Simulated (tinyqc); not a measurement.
FinFET, parasitic resistance, capacitance and delay: two steps of the calculation.

Nf fins under one contact; each has gated perimeter p = 2 Hf + Wf and cross-section A = Hf Wf; contact width Wc = Nf pf, stack height Hs = Hf. Contact length Lc = CPP - Lg - 2 Lsp, shared by two neighbouring gates. Source and drain sides are equal. The formulas are first-order estimates, not field solutions.

Values chosen for this exercise; values close to those of silicon logic devices: temperature T = 300 K; number of fins Nf = 1; fin height Hf = 50 nm; fin width Wf = 6 nm; fin pitch pf = 24 nm; gate length Lg = 18 nm; spacer length Lsp = 6 nm; relative permittivity of the spacer ks = 7; gate height above the channel stack Hc = 25 nm; gate overlap Lov = 0.5 nm; inversion capacitance Cinv = 3.4 uF/cm^2; injection velocity vx = 8.9e6 cm/s; apparent mobility mu = 150 cm^2/(V s); threshold at zero drain voltage VT = 0.19 V; barrier lowering dl = 0.04 V/V; subthreshold factor n = 1.28; wire load Cw = 0.1 fF; supply voltage Vdd = 0.75 V.

Constants: q = 1.602176634e-19 C, kB = 1.380649e-23 J/K, eps0 = 8.8541878128e-12 F/m, Vt = kB T/q. Results are converted to the units shown.

Question 1. Capacitances. With N fins: gate Cg = Cinv p N Lg; per side, plate Cp = ks eps0 [Wc (Hs + Hc) - N A]/Lsp, top fringe Cf = (2/pi) ks eps0 Wc ln(1 + Lg/(2 Lsp)), overlap Co = Cinv p N Lov. Cs = Cp + Cf + Co. An inverter of two such devices driving an equal one has the load CL = 2 (Cg + 2 Cs) + 4 Cs + Cw (its own drains counted twice for the Miller effect).

Find: Cg; Cp; Cf; Co; CL.

Answer 1.

Cg = 64.87 aF
Cp = 15.49 aF
Cf = 0.8677 aF
Co = 1.802 aF
CL = 375.1 aF

The channel capacitance gives 34.6 % of CL, the parasitic parts 38.7 % and the wire 26.7 %.

Question 2. Fin currents at Vgs = Vdd, Vds = Vdd/2. One fin: I = p Q vx u/(1 + |u|^1.8)^(1/1.8), Q = Cinv n Vt ln(1 + exp((Vg' - VT + dl Vd')/(n Vt))), u = Vd' mu/(vx Lg), Vg' = Vgs - v, Vd' = Vds - 2 v, with the drop on each side v = Rc (sum of I) + Rx I. I(new) = I(out).

I at the start (uA): fin 1 0
Rc = 413.10548 ohm
Rx = 380 ohm

Wanted: drop v; I(out); I after iteration 1.

Answer 2.

drop v (mV): fin 1 0
I(out) (uA): fin 1 174.55
I after iteration 1 (uA): fin 1 174.55

Computed by the program tinyqc: `OMP_NUM_THREADS=1 python tinyqc.py 2170133 2170134 out.jsonl`, one thread of a shared Intel Xeon 2.30GHz, about 0.04 s for the whole run.
